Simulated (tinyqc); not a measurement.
Absorption edge of a degenerate semiconductor, band filling against gap narrowing: two steps of the calculation.

n-type, parabolic bands, full ionisation. eta = (EF - Ec)/kB T solves N = Nc F12(eta), F12(x) = (2/sqrt(pi)) int_0^infinity sqrt(u)/(1 + exp(u - x)) du. The gap shrinks rigidly by dEg = a3 y^(1/3) + a4 y^(1/4) + a2 y^(1/2), y = N/1e18 cm^-3, an empirical law that is here taken as the true narrowing.

Parameters, values chosen for the exercise; band and dielectric values close to those of gallium nitride:
```
symbol    value   unit                                              meaning
T           300      K                                          temperature
Eg         3.41     eV                                             band gap
Nc      2.31e18  cm^-3  conduction-band density of states at 300 K, from me
me        0.204     m0                                        electron mass
mh            1     m0                                            hole mass
N        1.5e18  cm^-3                                ionised donor density
a3         12.4    meV                        coefficient of (N/1e18)^(1/3)
a4          7.4    meV                        coefficient of (N/1e18)^(1/4)
a2          1.9    meV                        coefficient of (N/1e18)^(1/2)
```

Constants: q = 1.602176634e-19 C, kB = 1.380649e-23 J/K, h = 6.62607015e-34 J s, c = 299792458 m/s, Vt = kB T/q. Results are converted to the units shown.

Problem 1. Fermi level. Newton step on ln F12(eta) = ln(N/Nc): eta(new) = eta - ln(Nc F12/N) F12/Fm, Fm(x) = dF12/dx = (1/sqrt(pi)) int_0^infinity u^(-1/2)/(1 + exp(u - x)) du.

eta at the start (Boltzmann value) = -0.4318

Find: F12; Fm; eta after iteration 1.

Solution 1.

F12 = 0.53768
Fm = 0.45286
eta after iteration 1 = -0.20775

Problem 2. The optical edge. Vertical transitions need an empty final state: the edge is taken where the state lies 4 kB T below EF, E_opt = Eg - dEg + (1 + me/mh) max(eta - 4, 0) kB T; wavelength h c/(q E_opt).

converged eta = -0.20424968

Wanted: dEg; EF - Ec; filling shift; E_opt; wavelength.

Solution 2.

dEg = 24.71 meV
EF - Ec = -5.280 meV
filling shift = 0 meV
E_opt = 3.385 eV
wavelength = 366.2 nm

The edge lies 24.7 meV below the undoped gap: narrowing outweighs filling.

Range of the model: Band tails, non-parabolic bands and incomplete ionisation are left out.

Computed by the program tinyqc: `OMP_NUM_THREADS=1 python tinyqc.py 2330091 2330092 out.jsonl`, one thread of a shared Intel Xeon 2.30GHz, about 0.01 s for the whole run.
